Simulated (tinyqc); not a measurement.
# One gate, two gates and a surrounding gate

Below threshold the potential that source and drain add obeys Laplace's equation, vanishes on the gates and decays along the channel as exp(-k y). The same ts (depleted depth over a conducting body, body thickness or wire diameter), ti and permittivities in three geometries; k is the smallest positive root of: one gate, f(k) = eps_r sin(k ti) cos(k ts) + ei cos(k ti) sin(k ts); two gates, f(k) = ei cos(k ti) cos(k ts/2) - eps_r sin(k ti) sin(k ts/2); wire, f(k) = ei J0(u)[J1(u) Y0(v) - Y1(u) J0(v)] - eps_r J1(u)[J0(u) Y0(v) - Y0(u) J0(v)], u = k ts/2, v = u + k ti. Parabolic estimates of l: sqrt((eps_r/ei) ts ti); sqrt((eps_r/(2 ei)) ts ti (1 + ei ts/(4 eps_r ti))); sqrt([2 eps_r ts^2 ln(1 + 2 ti/ts) + ei ts^2]/(16 ei)), in the same order.

Inputs (values chosen for the exercise); permittivities: semiconductor close to that of gallium nitride, insulator close to that of silicon dioxide:
```
symbol  value  unit                                     meaning
eps_r    9.63        relative permittivity of the semiconductor
ei       3.74            relative permittivity of the insulator
ti        1.2    nm                         insulator thickness
ts       12.8    nm                               wire diameter
```

Scale lengths (nm):

|  | Lambda = pi/k | l = 1/k | l(parabolic) |
|---|---|---|---|
| one gate over a conducting body | 15.61 | 4.968 | 6.289 |
| two gates | 18.56 | 5.908 | 6.345 |
| wire | 12.23 | 3.892 | 4.393 |

What do the numbers show?

The wire has the shortest scale length, 0.659 times that of the double gate; the single gate over a conducting body has 0.841 times it, its layer ending directly on a conductor where the double gate has a second insulator. The parabolic estimates are 27 % above, 7.4 % above and 13 % above the exact l, in the order of the rows.

Numbers from tinyqc (`OMP_NUM_THREADS=1 python tinyqc.py 2420127 2420128 out.jsonl`; about 0.01 s on one thread of a shared Intel Xeon 2.30GHz).
